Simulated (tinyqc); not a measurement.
# Single-electron transistor, orthodox theory and master equation: current against bias

A metal island with n extra electrons joins the left lead (voltage V) and the right lead (0 V) by tunnel junctions and couples to a gate. Cs = CL + CR + Cg. Adding electron n + 1 costs mu(n) = [q (n + 1/2) - CL V - Cg Vg]/Cs (in volts); the Fermi levels are -V (left) and 0 (right). A jump that gains the energy W has the rate G(W) = (W/q)/(R [1 - exp(-W/Vt)]), W in volts, Vt = kB T/q. Sequential tunnelling only; I > 0 flows from left to right.

Onto the island: from the left W = -V - mu(n), from the right W = -mu(n); off the island (n + 1 to n): to the left W = mu(n) + V, to the right W = mu(n). Steady state: p(n + 1)/p(n) = (sum of on rates)/(sum of off rates), normalised. I = q sum_n [p(n + 1) (off to left) - p(n) (on from left)]. Enough charge states are kept that the digits shown do not change.

Inputs (values chosen for the exercise):

| symbol | value | unit | meaning |
|---|---|---|---|
| CL | 0.95 | aF | capacitance of the left junction |
| CR | 0.48 | aF | capacitance of the right junction |
| Cg | 0.23 | aF | gate capacitance |
| RL | 620 | kohm | resistance of the left junction |
| RR | 31000 | kohm | resistance of the right junction |
| T | 20 | K | temperature |
| Vg | 300 | mV | gate voltage |

Constants: q = 1.602176634e-19 C, kB = 1.380649e-23 J/K, Vt = kB T/q. Results are converted to the units shown.

Current against bias:
```
V (mV)   I (nA)   mean n  states above 1 %  I (RL + RR)/V
9.65    0.03838   0.0041                 1         0.1258
29       0.3172   0.0103                 2         0.3459
48.3     0.6656   0.0151                 2         0.4357
67.6      1.014   0.0177                 2         0.4742
86.9      1.362   0.0192                 2         0.4955
106       1.706   0.0203                 2         0.5088
125       2.048   0.0211                 2         0.5180
145       2.408   0.0217                 2         0.5250
164       2.749   0.0222                 2         0.5301
183       3.096   0.0217                 2         0.5349
203       3.697  -0.0532                 3         0.5759
222       5.510  -0.5227                 3         0.7848
241       6.517  -0.7334                 2         0.8550
```

What does the table show?

At zero temperature the blockade would end at V = 11.7 mV. The ratio I (RL + RR)/V rises from 0.126 to 0.855. Over the second half of the table the slope between rows varies from 0.569 to 3.02 times 1/(RL + RR): a Coulomb staircase, which a rerun with equal junctions shows much less.

Range of the model: Cotunnelling, which dominates deep in the blockade, is left out.

Computed by the program tinyqc: `OMP_NUM_THREADS=1 python tinyqc.py 2780042 2780043 out.jsonl`, one thread of a shared Intel Xeon 2.30GHz, about 0.01 s for the whole run.
